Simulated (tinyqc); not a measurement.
# Thermionic-field emission through a Schottky barrier, WKB, step by step

Program tinyqc, `OMP_NUM_THREADS=1 python tinyqc.py 2640026 2640027 out.jsonl`; Intel Xeon 2.30GHz, shared host, one thread, about 0.02 s. Printed values are rounded.

Metal on an n-type semiconductor with one parabolic valley; V > 0 is forward bias (metal positive). Energies E are counted from the conduction edge of the neutral semiconductor, whose Fermi level lies at -xi; that of the metal lies at -xi - V. The barrier is a parabola of height Vd = phi - xi - V (depletion approximation, no image force).

Values chosen for this exercise; band and dielectric values close to those of gallium arsenide: temperature T = 250 K; electron mass me = 0.0666 m0; relative permittivity eps_r = 12.7; barrier height seen from the metal phi = 0.43 eV; donor density Nd = 8.9e18 cm^-3; bias V = 0.18 V; points of the energy grid nE = 15; upper end of the energy grid Eb = 0.57 eV.

Constants: q = 1.602176634e-19 C, kB = 1.380649e-23 J/K, hbar = 1.054571817e-34 J s, h = 6.62607015e-34 J s, m0 = 9.1093837015e-31 kg, Vt = kB T/q, eps0 = 8.8541878128e-14 F/cm where lengths are in cm. Results are converted to the units shown.

Range of the model: The depletion approximation, a parabolic band and the neglect of image-force lowering make these currents estimates at high doping.

## Fermi level, barrier and E00

Nc = 2 (2 pi me m0 kB T/h^2)^1.5 (times 1e-6 for cm^-3); Nd = Nc F12(-xi/Vt), F12(x) = (2/sqrt(pi)) int_0^infinity sqrt(u)/(1 + exp(u - x)) du; E00 = (hbar/2) sqrt(Nd/(me m0 eps0 eps_r)) in SI units (volts). W = sqrt(2 eps0 eps_r Vd/(q Nd)).

Nc = 3.28104e17 cm^-3
xi = -0.233493 eV
Vd = 0.483493 V
W = 8.73245 nm
E00 = 60.2259 meV
E00/Vt = 2.79557

By a common rule of thumb, E00/Vt below 0.5 marks thermionic emission, 0.5 to 5 thermionic-field emission and above 5 field emission. By that rule alone: thermionic-field emission; with a high barrier, tunnelling near its top can carry most of the current even below 0.5.

## Current density on a coarse grid

For E < Vd, ln T(E) = -(Vd/E00) [sqrt(1 - y) - y ln((1 + sqrt(1 - y))/sqrt(y))], y = E/Vd; T(E) = 1 above. J = A* T (q/kB) int_0^infinity T(E) N(E) dE, N = ln[(1 + exp((-xi - E)/Vt))/(1 + exp((-xi - V - E)/Vt))], A* = 4 pi q me m0 kB^2/h^3 (times 1e-4 for A/(cm^2 K^2)). Simpson's rule on nE equally spaced points from 0 to Eb.

| point | E (eV) | T(E) | N | T(E) N |
|---|---|---|---|---|
| 0 | 0.000000 | 3.26204e-4 | 8.27509 | 0.00269937 |
| 1 | 0.040714 | 0.00167447 | 7.91546 | 0.0132542 |
| 2 | 0.081429 | 0.00529850 | 6.81767 | 0.0361235 |
| 3 | 0.122143 | 0.0138204 | 5.13384 | 0.0709517 |
| 4 | 0.162857 | 0.0315738 | 3.30953 | 0.104495 |
| 5 | 0.203571 | 0.0649626 | 1.61057 | 0.104627 |
| 6 | 0.244286 | 0.122235 | 0.473561 | 0.0578857 |
| 7 | 0.285000 | 0.212227 | 0.0875774 | 0.0185863 |
| 8 | 0.325714 | 0.341631 | 0.0137343 | 0.00469206 |
| 9 | 0.366429 | 0.510575 | 0.00208726 | 0.00106570 |
| 10 | 0.407143 | 0.706634 | 3.15644e-4 | 2.23044e-4 |
| 11 | 0.447857 | 0.896979 | 4.76970e-5 | 4.27832e-5 |
| 12 | 0.488571 | 1 | 7.20670e-6 | 7.20670e-6 |
| 13 | 0.529286 | 1 | 1.08886e-6 | 1.08886e-6 |
| 14 | 0.570000 | 1 | 1.64517e-7 | 1.64517e-7 |

J = 3.91903e5 A/cm^2

The integrand peaks at E = 0.204 eV among these points, 0.42 of the barrier height. A converged quadrature gives 3.912e5 A/cm^2 (this grid is 0.17 % above that), of which 0.0012 % passes over the barrier.
